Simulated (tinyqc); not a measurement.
From results back to parameters: defect, radiative and Auger recombination at equal electron and hole densities (ABC model). Three cases, with inputs chosen for the exercise.

Problem. The peak efficiency, the current at the peak and the differential lifetime there, tau_p = 1/(Ae + 2 B n_p + 3 C n_p^2), are given; Ae, B and C are hidden. n_p = sqrt(Ae/C), Q = B/sqrt(Ae C), IQE_max = Q/(Q + 2).

J/(e d) = Ae n + B n^2 + C n^3 with Ae = A + 4 S/w (four side walls, carriers spread evenly), e = 1.602176634e-19 C, lengths in cm; internal efficiency IQE = B n^2/(Ae n + B n^2 + C n^3); all injected carriers recombine in the layer.

Find: Q; Ae; n_p; B; C.

Method. Q = 2 IQE/(1 - IQE). At the peak B n = Q Ae and C n^2 = Ae, so 1/tau_p = Ae (4 + 2Q) and J = e d Ae n_p (2 + Q); B and C follow.

Case 1.

Values chosen (out of a larger set: orders of magnitude like those quoted for Si; not measured data): d = 240000 nm (active thickness).

IQE_max = 0.0197478
J at the peak = 4.88279 A/cm^2
tau_p = 28168.2 ns

Solution.

Q = 0.0403
Ae = 8.70e+03 1/s
n_p = 7.15e+16 1/cm^3
B = 4.9e-15 cm^3/s
C = 1.7e-30 cm^6/s

Case 2.

Values chosen (out of a larger set: orders of magnitude like those quoted for Si; not measured data): d = 130000 nm (active thickness).

IQE_max = 0.0185551
J at the peak = 0.477629 A/cm^2
tau_p = 66313.8 ns

Solution.

Q = 0.0378
Ae = 3.70e+03 1/s
n_p = 3.04e+16 1/cm^3
B = 4.6e-15 cm^3/s
C = 4.0e-30 cm^6/s

Case 3.

Values chosen (out of a larger set: orders of magnitude like those quoted for GaN; not measured data): d = 3.7 nm (active thickness).

IQE_max = 0.353734
J at the peak = 50.5897 A/cm^2
tau_p = 7.02463 ns

Solution.

Q = 1.09
Ae = 2.30e+07 1/s
n_p = 1.20e+19 1/cm^3
B = 2.1e-12 cm^3/s
C = 1.6e-31 cm^6/s

Computed by tinyqc, one run a case: `OMP_NUM_THREADS=1 python tinyqc.py N N+1 out.jsonl` with N = 1680626, 1680690, 1680719; one thread of a shared Intel(R) Xeon(R) Processor @ 2.30GHz, about 0.01 s a run at most.
